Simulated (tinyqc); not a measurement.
## AlGaN/GaN HEMT with access regions, lumped model: effect of the gate length

A polarisation-induced electron sheet under a Schottky gate, in series with two ungated access regions and contacts. Drift law v = mu E/(1 + mu E/vs) under the gate. Currents in mA/mm, resistances in ohm mm. No self-heating, no channel-length modulation; fits for polarisation, barrier and offset are chosen for the exercise.

sigma = (5e13 x + 1.6e13 x^2) cm^-2, phiB = 0.84 + 1.3 x, dEc = 0.7 (1.71 x + x^2) in volts, Cb = eps0 eps_r/d, VT = phiB - dEc - q sigma/Cb, access density n0 = -Cb VT/q. Access resistance R(L, n) = L/(q mu n sqrt(1 - (I/(q n vs))^2)); Rs = Rc + R(Ls, n0), Rd = Rc + R(Ld, (1 - ft) n0). Vg' = Vg - I Rs, Vd' = Vd - I (Rs + Rd); with u = Vg' - VT, Vc = vs Lg/mu and w the smaller of Vd' and Vc [sqrt(1 + 2 u/Vc) - 1] (0 if negative), the channel gives (mu Cb/Lg)(u w - w^2/2)/(1 + w/Vc). I equals that channel current. Isat is I at Vd = 10 V, gm = dIsat/dVg, Ron the limit of Vd/I at small Vd.

Parameters, values chosen for the exercise; values close to those of AlGaN/GaN structures: aluminium share of the barrier x = 0.24; barrier thickness d = 20 nm; relative permittivity of barrier and channel eps_r = 9.2; channel mobility mu = 1400 cm^2/(V s); saturation velocity vs = 1.3e7 cm/s; source access length Ls = 1.5 um; drain access length Ld = 12 um; resistance of each contact Rc = 0.19 ohm mm; share of the drain-access electrons removed by traps ft = 0; gate voltage Vg = 0 V.

Constants: q = 1.602176634e-19 C, eps0 = 8.8541878128e-14 F/cm where lengths are in cm. Results are converted to the units shown.

The same in every row: VT (V) = -4.259; n0 (cm^-2) = 1.083e13.

Effect of the gate length:

| Lg (um) | Ron (ohm mm) | Isat (mA/mm) | gm (mS/mm) |
|---|---|---|---|
| 0.05 | 5.960 | 1325 | 159.4 |
| 0.09 | 5.977 | 1281 | 291.2 |
| 0.16 | 6.005 | 1220 | 289.3 |
| 0.29 | 6.059 | 1139 | 284.7 |
| 0.52 | 6.154 | 1039 | 275.9 |
| 0.93 | 6.322 | 917.8 | 261.0 |
| 1.7 | 6.640 | 772.2 | 237.4 |
| 3 | 7.175 | 623.6 | 207.1 |

As Lg goes from 0.05 to 3 um, Ron rises from 5.96 to 7.17 ohm mm, Isat falls from 1330 to 624 mA/mm and gm goes from 159 through a maximum of 291 (at Lg = 0.09 um among the rows listed) to 207 mS/mm. The ceiling Cb vs is 529 mS/mm. In every row the power passes 5 W/mm, where self-heating, left out here, lowers the current. At Lg = 0.05 um the gated channel is not yet saturated at 10 V, because the access regions take the voltage, and gm drops.

Computed by the program tinyqc: `OMP_NUM_THREADS=1 python tinyqc.py 2570022 2570023 out.jsonl`, one thread of a shared Intel Xeon 2.30GHz, about 0.01 s for the whole run.
